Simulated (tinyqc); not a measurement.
Yield over energy: physical sputtering: collision-cascade yield, angular dependence, faceting and resputtering in deposition. Computed by tinyqc, a small Python program. Command: `OMP_NUM_THREADS=1 python tinyqc.py 3012616 3012617 out.jsonl sputter walk`. One thread of a shared host (Intel(R) Xeon(R) Processor @ 2.30GHz), about 0.01 s of CPU time with the checks.

Ions start collision cascades; atoms that reach the surface with more than U leave. The target is amorphous or fine-grained.

Inputs (values chosen for the exercise, modelled on argon ions on germanium):
```
quantity,value,unit
ion Z1,18,-
ion mass M1,39.95,u
target Z2,32,-
target mass M2,72.6,u
surface binding energy U,3.85,eV
target density N,44.2,1/nm^3
fit factor Q,0.58,-
ion energy E,4500,eV
current density J,0.51,mA/cm^2
```

Constants: e = 1.602176634e-19 C.

Method. gamma = 4 M1 M2/(M1 + M2)^2; threshold E_th = 6.7 U/gamma for M1 >= M2, else U (1 + 5.7 M1/M2)/gamma. eps = 0.03255 M2 E/(Z1 Z2 (M1 + M2) z), z = (Z1^(2/3) + Z2^(2/3))^(1/2), E in eV; s_n = 3.441 sqrt(eps) ln(eps + 2.718)/(1 + 6.355 sqrt(eps) + eps (6.882 sqrt(eps) - 1.708)); S_n = 84.78 Z1 Z2 M1 s_n/((M1 + M2) z) in eV angstrom^2; alpha = 0.249 (M2/M1)^0.56 + 0.0035 (M2/M1)^1.5 for M1 <= M2, else 0.0875 (M2/M1)^(-0.15) + 0.165 M2/M1; Y0 = 0.042 Q alpha S_n/U [1 - sqrt(E_th/E)]^2.5 (the electronic-loss factor of the full formula is dropped). Erosion rate = Y0 J/(e N); 1 cm^2 = 1e14 nm^2.

threshold E_th = 17.3892 eV

Normal incidence:
```
E (eV),eps,S_n (eV angstrom^2),Y0,Y0 per keV
50,4.4273e-04,269.1,0.0654,1.3087
100,8.8545e-04,363.0,0.2125,2.1252
200,1.7709e-03,482.3,0.4542,2.2709
300,2.6564e-03,564.5,0.6396,2.1319
500,4.4273e-03,681.2,0.9172,1.8344
1000,8.8545e-03,860.9,1.3636,1.3636
2000,1.7709e-02,1059.3,1.8708,0.9354
5000,4.4273e-02,1331.9,2.5806,0.5161
10000,8.8545e-02,1523.0,3.0884,0.3088
30000,2.6564e-01,1713.5,3.6365,0.1212
100000,8.8545e-01,1560.2,3.4042,0.0340
```

What follows from these numbers?

The yield per keV peaks at 200 eV among these rows, 12 times the threshold, the most economical range for removing atoms. Y0 varies as E^1.70 between the first rows and as E^-0.05 at the end; it peaks near 30000 eV, close to the broad maximum of nuclear stopping. Caution: the electronic-loss factor, dropped here, would lower the yields at the highest energies slightly.

Extremes, crossings and ranges named in words are read from the listed rows.
